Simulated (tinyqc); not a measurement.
Thin-film optics by transfer matrices, step by step. Values are carried at full precision from step to step, so a last printed digit may differ when a step is redone from the rounded ones.

Indices N = n + i k. Snell: N0 sin(theta) = N_j sin(theta_j), with Im(N_j cos theta_j) >= 0. Admittance y_j = N_j cos theta_j for s and N_j/cos theta_j for p. Phase delta_j = 2 pi N_j cos theta_j d_j/lambda. Layer matrix [[cos delta, -i sin delta/y], [-i y sin delta, cos delta]], multiplied from the top down to M. (B, C) = M (1, y_sub); r = (y0 B - C)/(y0 B + C), R = |r|^2, T = 4 Re y0 Re y_sub/|y0 B + C|^2, absorbed in the films 1 - R - T.

Values chosen for the exercise (indices near those of resist, SiO2 on polySi; not measured data): lam = 193 nm (vacuum wavelength); n0 = 1 (ambient index); n = (1.71, 1.567, 0.986) (n of resist, SiO2, substrate); k = (0.021, 0, 2.091) (k in the same order); d = (379, 31.3) nm (thicknesses, top first); theta = 70 degrees (angle of incidence); pol = p (polarisation).

## Angles, admittances and phases

Form cos theta_j, y_j and delta_j.

cos theta_j: ambient 0.3420, film 1 0.8356+0.0044i, film 2 0.8002, substrate 1.0530+0.0605i

y_j: ambient 2.9238, film 1 2.0466+0.0143i, film 2 1.9582, substrate 1.0471+1.9256i

delta_j (rad): film 1 17.6284+0.3101i, film 2 1.2778

## Layer matrices and their product

Form each matrix and multiply from the top down.

matrix of film 1:
```
                1               2
1  0.3591+0.2961i  0.0561+0.4809i
2  0.2068+2.0175i  0.3591+0.2961i
```

matrix of film 2:
```
          1         2
1    0.2888  -0.4889i
2  -1.8747i    0.2888
```

M:
```
                1               2
1  1.0053-0.0196i  0.1609-0.0367i
2  0.6148-0.0905i  1.0901-0.0156i
```

Each matrix has determinant 1, and so has M.

## Reflection and transmission

Close the stack on the substrate.

B, C: 1.2445+0.2519i  1.7863+1.9923i

r = 0.1796-0.3218i
R = 0.1358
T into the substrate = 0.3321
absorbed in the films = 0.5321

The bare substrate would reflect 0.3712.

## Ellipsometric angles

Ellipsometry: rho = tan(Psi) exp(i Delta) = -conj(r_p/r_s) with the r of the admittance formula, Delta in 0 to 360 degrees, so that a bare dielectric at small angles gives Delta = 180.

Repeat the steps for both polarisations.

r_s = -0.7685-0.1634i
r_p = 0.1796-0.3218i
Psi = 25.13 degrees
Delta = 72.85 degrees

## Checks

- R against the recursion of Airy sums from the substrate up: both 0.13581.

tinyqc: `OMP_NUM_THREADS=1 python tinyqc.py 1650630 1650631 out.jsonl`; about 0.01 s, one thread, shared Intel(R) Xeon(R) Processor @ 2.30GHz.
